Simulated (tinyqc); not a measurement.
What moves the results: smearing for a one-band metal on the simple cubic lattice. A value that a table varies takes the place of the one given here.

Lattice vectors (units of a): a1 = (1, 0, 0), a2 = (0, 1, 0), a3 = (0, 0, 1). E(k) = -t A_1(k) - t2 A_2(k), A_m the sum of cos(k . R) over the 6 nearest and 12 second lattice vectors. Mesh k = sum (j_i/N) b_i, j_i = 0 .. N-1.

With x = (E_k - mu)/sigma: Fermi-Dirac f = 1/(1 + exp(x)), s = -f ln f - (1 - f) ln(1 - f); Gaussian f = erfc(x)/2, s = exp(-x^2)/(2 sqrt(pi)); Methfessel-Paxton (first order) f = erfc(x)/2 - x exp(-x^2)/(2 sqrt(pi)), s = (1 - 2 x^2) exp(-x^2)/(4 sqrt(pi)); cold (Marzari-Vanderbilt) with y = x + 1/sqrt(2), f = erfc(y)/2 + exp(-y^2)/sqrt(2 pi), s = y exp(-y^2)/sqrt(2 pi). With weights w = points/N^d (d the dimension), mu solves 2 sum w f = ne; E = 2 sum w f E_k, S = 2 sum w s, F = E - sigma S.

With x = (E_k - mu)/sigma: Gaussian f = erfc(x)/2, s = exp(-x^2)/(2 sqrt(pi)); Methfessel-Paxton (first order) f = erfc(x)/2 - x exp(-x^2)/(2 sqrt(pi)), s = (1 - 2 x^2) exp(-x^2)/(4 sqrt(pi)). With weights w = points/N^d (d the dimension), mu solves 2 sum w f = ne; E = 2 sum w f E_k, S = 2 sum w s, F = E - sigma S.

With x = (E_k - mu)/sigma: Fermi-Dirac f = 1/(1 + exp(x)), s = -f ln f - (1 - f) ln(1 - f). With weights w = points/N^d (d the dimension), mu solves 2 sum w f = ne; E = 2 sum w f E_k, S = 2 sum w s, F = E - sigma S.

Inputs chosen for the exercise:
- t = 0.49 eV (nearest hopping)
- t2 = -0.11 eV (second hopping)
- ne = 0.6 (electrons per cell)
- N = 4 (unshifted mesh)
- sigma = 0.098 eV (width)

## Error of each scheme against the width

All on the dense mesh N = 40. The reference is F of first-order Methfessel-Paxton smearing with sigma = 0.05 t on the mesh N = 40; it moves by 0.04 meV on the mesh N = 50; in three dimensions such meshes can agree by chance and the reference may be off by about 1 meV, so smaller errors are not resolved.

Errors (meV per cell):
```
sigma (eV),FD F,FD (E+F)/2,Gauss F,Gauss (E+F)/2,MP F,cold F
0.049,-2.91,-0.04,-0.47,-0.03,-0.03,-0.02
0.073,-6.51,-0.02,-1.02,-0.04,-0.04,-0.03
0.098,-11.57,0.00,-1.79,-0.04,-0.04,0.00
0.147,-25.97,-0.25,-3.97,-0.04,-0.04,0.10
0.196,-45.66,-1.44,-7.03,-0.02,-0.02,0.32
0.294,-98.23,-8.09,-15.81,0.05,0.08,1.13
0.392,-164.42,-21.02,-28.16,0.01,0.09,1.43
```

reference = -0.75016 eV

How do the results move?

Doubling sigma from 0.098 to 0.196 eV multiplies the error of F by 3.9 (Fermi-Dirac) and 3.9 (Gaussian); a pure sigma^2 term would give 4. At the smallest width Fermi-Dirac errs 6.2 times as much as Gaussian, against 2 pi^2/3 = 6.6 for the ratio of the sigma^2 terms at equal sigma. At the largest width the sizes of the errors rank Gauss (E+F)/2 0.0, MP F 0.1, cold F 1.4, FD (E+F)/2 21.0, Gauss F 28.2, FD F 164.4 meV; below about 1 meV this order, and the ratios at the smallest width, carry the noise of the mesh.

## Mesh against width

Gaussian smearing, (E + F)/2. The reference is F of first-order Methfessel-Paxton smearing with sigma = 0.05 t on the mesh N = 40; it moves by 0.04 meV on the mesh N = 50; in three dimensions such meshes can agree by chance and the reference may be off by about 1 meV, so smaller errors are not resolved.

Errors (meV per cell):
```
N,sigma = 0.05 t,sigma = 0.15 t,sigma = 0.4 t
4,-1.33,-3.32,-8.22
6,1.79,1.08,0.53
8,0.10,-0.35,-0.68
12,1.10,1.20,0.53
16,-0.25,-0.07,0.03
24,0.06,-0.01,-0.02
```

reference = -0.75016 eV

What can be read from the table?

First N from which the value stays within 2 meV of its last entry (which need not be the best one): 4 for sigma = 0.05 t, 6 for sigma = 0.15 t, 6 for sigma = 0.4 t. At the last mesh the errors are +0.06, -0.01 and -0.02 meV. By this 2 meV bar the wider smearing does not converge sooner. The smallest error belongs to 0.05 t on 2, 0.15 t on 1, 0.4 t on 3 of the 6 meshes.

## What moves the results of Fermi-Dirac smearing

All sums formed anew. Each row changes one parameter from the base and keeps the others.

Results:
```
case,mu (eV),E (eV),S,F (eV)
base,-0.8693,-0.7477,0.2380,-0.7710
N = 8,-0.8825,-0.7393,0.2332,-0.7621
sigma = 0.196 eV,-0.8400,-0.7182,0.4369,-0.8039
ne = 0.7,-0.6816,-0.8324,0.1750,-0.8495
t2 = -0.061 eV,-0.8611,-0.7861,0.2182,-0.8075
t = 0.539 eV,-0.9634,-0.8324,0.2198,-0.8540
```

How do the results move?

The largest shifts from the base row, up to three for each result and ties (the steps differ in size, so this ranks the rows, not the parameters). mu (eV): ne +0.1877, t -0.0942, sigma +0.0292. E (eV): t -0.0848, ne -0.0847, t2 -0.0385. S: sigma +0.1989, ne -0.0630, t2 -0.0198. F (eV): t -0.0830, ne -0.0785, t2 -0.0365.

Program tinyqc; command `OMP_NUM_THREADS=1 python tinyqc.py 1682403 1682404 out.jsonl`; about 0.3 s on one thread of a shared Intel(R) Xeon(R) Processor @ 2.30GHz.
